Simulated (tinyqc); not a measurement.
# Worked calculation: chip with leakage that grows with temperature, electro-thermal loop and runaway

Numbers from tinyqc (`OMP_NUM_THREADS=1 python tinyqc.py 2520054 2520055 out.jsonl`; about 0.01 s on one thread of a shared Intel Xeon 2.30GHz). Printed values are rounded.

One temperature T for the device, T = T0 + Rth P(T), with P(T) = Pd + Pl (T/300 K)^2 exp[(q Ea/kB)(1/(300 K) - 1/T)]. The loop gain is Rth dP/dT; a solution is thermally stable when it is below one.

Inputs (values chosen for the exercise):
- T0 = 320 K (ambient temperature)
- Pd = 37 W (temperature-independent switching power)
- Pl = 1.24 W (leakage power at 300 K)
- Ea = 0.37 eV (activation energy of the leakage)
- Rth = 0.45 K/W (thermal resistance)

Constants: q = 1.602176634e-19 C, kB = 1.380649e-23 J/K. Results are converted to the units shown.

## Iteration 1: temperature by Newton steps

T at the start = 320 K

P(T) = Pd + Pl (T/300 K)^2 exp[(q Ea/kB)(1/(300 K) - 1/T)]; P'(T) = (P - Pd)(2/T + q Ea/(kB T^2)); G = Rth P'; T(new) = T + (T0 + Rth P - T)/(1 - G).

P = 40.4511 W
G = 0.0748247
T after iteration 1 = 339.675 K

## Iteration 2: temperature by Newton steps

As before.

P = 45.4591 W
G = 0.164070
T after iteration 2 = 340.610 K

## Course of the iteration: temperature by Newton steps

Stop when T changes by less than 1e-6 K, or after 200 iterations.

Course of the iteration:
```
iteration    T (K)  |change| (K)
1          339.675          19.7
2          340.610         0.935
3          340.613       3.28e-3
4          340.613       4.12e-8
```

Converged in 4 iterations. At the end the number of correct digits about doubles with each step.

## Loop gain and effective thermal resistance

converged T = 340.613 K

P(T) = Pd + Pl (T/300 K)^2 exp[(q Ea/kB)(1/(300 K) - 1/T)]; P'(T) = (P - Pd)(2/T + q Ea/(kB T^2)); G = Rth P'. A small change of T0 changes T by 1/(1 - G) times as much.

P = 45.8072 W
G = 0.169946
dT/dT0 = 1.20474

The feedback is positive: heating raises the power. A second, unstable solution lies at 434.2 K; above it the temperature runs away.
